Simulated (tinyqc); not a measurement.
What each parameter does: averaged masses of warped heavy- and light-hole bands.

Four-band hole energies E = c k^2 f(u), c = hbar^2/2m0, f = g1 -/+ 2 sqrt(g2^2 + 3 (g3^2 - g2^2) s), s = ux^2 uy^2 + uy^2 uz^2 + uz^2 ux^2 for the unit vector u; minus for heavy, plus for light holes; the mass along u is 1/f.

Grid: n x n midpoints in cos(theta) from 0 to 1 and phi from 0 to pi/2, equal weights. m_d = <f^(-3/2)>^(2/3). Conductivity mass for one scattering time: 1/m_c = <|w|^2 f^(-5/2)>/<f^(-3/2)> with w = grad_k(k^2 f)/(2 k), that is |w|^2 = f^2 + |angular gradient of f|^2/4.

Inputs chosen for the exercise (out of a larger set: near those of Ge; not measured data): g1 = 13.57 (Luttinger gamma1); g2 = 4.3 (gamma2); g3 = 5.62 (gamma3).

n = 40.

One parameter was then changed.

Results before and after:
```
case     m_d heavy (m0)  m_c heavy (m0)  m_d light (m0)  m_c light (m0)
base             0.3155          0.2663          0.0420          0.0419
changed          0.3646          0.2940          0.0428          0.0426
```

Which of these changes was made? (a) g3 = 5.451; (b) g1 = 13.163; (c) g2 = 4.171.
Answer: (b) g1 = 13.163. Of the candidates, run in turn, only this one gives the changed row.

All candidates:
```
case         m_d heavy (m0)  m_c heavy (m0)  m_d light (m0)  m_c light (m0)
base                 0.3155          0.2663          0.0420          0.0419
g1 = 13.163          0.3646          0.2940          0.0428          0.0426
g2 = 4.171           0.3091          0.2556          0.0422          0.0420
g3 = 5.451           0.2917          0.2593          0.0424          0.0423
```

Run: tinyqc, `OMP_NUM_THREADS=1 python tinyqc.py 1050693 1050694 out.jsonl`; Intel(R) Xeon(R) Processor @ 2.30GHz, one thread, shared host; about 0.02 s of CPU time with all checks.
